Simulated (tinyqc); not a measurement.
Fermi-level pinning from two metals.

Problem. Cowley-Sze model with the space charge neglected: phiB = S (phiM - chi) + (1 - S)(Eg - phi0), S = 1/(1 + q Dit dl/(eps0 ei)), dl in cm. Find S, phi0 and Dit.

Inputs (values chosen for the exercise); band and dielectric values close to those of silicon:
- Eg = 1.13 eV (band gap)
- chi = 4.12 eV (electron affinity)
- dl = 0.4 nm (thickness of the interfacial layer)
- ei = 2 (relative permittivity of the interfacial layer)

Constants: q = 1.602176634e-19 C, eps0 = 8.8541878128e-14 F/cm where lengths are in cm. Results are converted to the units shown.

barriers for metals with phiM = 4.3 and 5.15 eV (eV): [0.57015998, 0.72925168]

Answer. S is the slope of phiB against phiM; either barrier then gives phi0, and S gives Dit.

S = 0.1872
phi0 = 0.4700 eV
Dit = 1.200e14 cm^-2 eV^-1

Program tinyqc, `OMP_NUM_THREADS=1 python tinyqc.py 2020124 2020125 out.jsonl`; Intel Xeon 2.30GHz, shared host, one thread, about 0.06 s.
